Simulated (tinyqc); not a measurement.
Electroplating on a thin resistive seed layer: kinetics, Wagner number and the terminal effect across a wafer: one step, computed by the program tinyqc. Command: `OMP_NUM_THREADS=1 python tinyqc.py 3120798 3120799 out.jsonl terminal walk`. One thread of a shared host (Intel(R) Xeon(R) Processor @ 2.30GHz), about 0.03 s of CPU time with the checks.

Current enters the seed at the rim. The bath is treated as a local resistance per area (no lateral flow in the liquid), two electrons per ion, molar volume 7.11 cm^3/mol, Faraday constant F = e N_A, kinematic viscosity 0.01 cm^2/s, omega = 2 pi x rpm/60; k_B T/e is in volts.

Task: Rate, limit and resistances. Growth rate = i V_m/(2 F). Levich limit i_L = 0.62 x 2 F D^(2/3) omega^(1/2) nu^(-1/6) c. Tafel overpotential eta = (k_B T/(alpha e)) ln(i/i_0); kinetic resistance k_B T/(alpha e i); bath resistance h/kappa + plate; R_s = resistivity/t; Wagner number = kinetic resistance x kappa/R.

Inputs (values chosen for the exercise, of the order of those for copper plating from an acid sulfate bath): wafer radius R = 10 cm; seed thickness t = 15 nm; seed resistivity = 9.2 microohm cm; bath conductivity kappa = 0.44 S/cm; gap to the anode h = 5.5 cm; extra resistance of a porous plate = 0 ohm cm^2; exchange current density i_0 = 0.4 mA/cm^2; cathodic transfer coefficient alpha = 0.51; mean current density = 8.1 mA/cm^2; diffusivity of the metal ion = 5.1e-06 cm^2/s; metal ion concentration = 0.77 mol/L; rotation rate = 100 rpm; temperature T = 298 K.

Constants: e = 1.602176634e-19 C; N_A = 6.02214076e+23 1/mol; k_B = 8.617333262e-05 eV/K.

Give: growth rate; limiting current i_L; overpotential; kinetic resistance; bath resistance R_b; sheet resistance R_s; Wagner number.

Result:

growth rate = 179.1 nm/min

limiting current i_L = 190.3 mA/cm^2

overpotential = 151.5 mV

kinetic resistance = 6.216 ohm cm^2

bath resistance R_b = 12.5 ohm cm^2

sheet resistance R_s = 6.133 ohm/square

Wagner number = 0.2735
